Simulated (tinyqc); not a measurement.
# Worked calculation: signal and retention of a DRAM cell

tinyqc, about 0.01 s, one thread, Intel Xeon 2.30GHz (shared host): `OMP_NUM_THREADS=1 python tinyqc.py 2130155 2130156 out.jsonl` Printed values are rounded.

A stored one starts at Vd and leaks: Cs dV/dt = -I(V), I = a sqrt((V + Vb)/(Vd + Vb)) + b, with a = Ig exp[-(Eg1 q/kB)(1/T - 1/T0)] (generation in a depletion layer) and b = Is exp[-(Es q/kB)(1/T - 1/T0)]. The bit line is precharged to Vd/2, and charge sharing gives the signal (V - Vd/2) Cs/(Cs + Cb).

Inputs (values chosen for the exercise): array voltage Vd = 1.5 V; cell capacitance Cs = 21 fF; bit-line capacitance Cb = 99 fF; smallest signal that the sense amplifier resolves dm = 61 mV; built-in plus back-bias voltage of the storage junction Vb = 1.37 V; junction leakage at V = Vd and T0 Ig = 5.8 fA; voltage-independent leakage at T0 Is = 1 fA; activation energy of Is Es = 0.42 eV; reference temperature T0 = 358 K; temperature T = 328 K; deviation of ln(retention time) over the cells sg = 0.74; cells Nc = 8.59e9; refresh interval tr = 128 ms; activation energy of Ig Eg1 = 0.57 eV.

Constants: q = 1.602176634e-19 C, kB = 1.380649e-23 J/K. Results are converted to the units shown.

Range of the model: Real arrays also hold a tail of unusually leaky cells and cells whose retention varies in time, which this model lacks.

## Signal and margin

The cell fails below Vc = Vd/2 + dm (Cs + Cb)/Cs.

transfer ratio = 0.175
signal of a fresh one = 131.2500 mV
Vc = 1.098571 V
charge that may be lost = 8.43 fC
the same in electrons = 52615.92

## Retention time

With s = sqrt((Vc + Vb)/(Vd + Vb)), the time from Vd to Vc is t = [2 Cs (Vd + Vb)/a] [1 - s - (b/a) ln((a + b)/(a s + b))].

a = 1.070298 fA
b = 0.2878819 fA
retention time = 6.389019 s
estimate with the current held at a + b = 6.206836 s

The constant-current estimate is 2.9 % below the true time, since the junction leaks less as V falls.

## Failing cells

This time is the median of a log-normal spread: failing cells = Nc erfc(z/sqrt 2)/2, z = ln(t/tr)/sg. One failure is expected at the interval where that count equals 1.

z = 5.284197
failing cells = 542.2756
interval for one failure = 58.68865 ms

The weakest cell of the array lies about 6.34 deviations out, a factor of 109 below the median; the chosen interval is longer than that time.
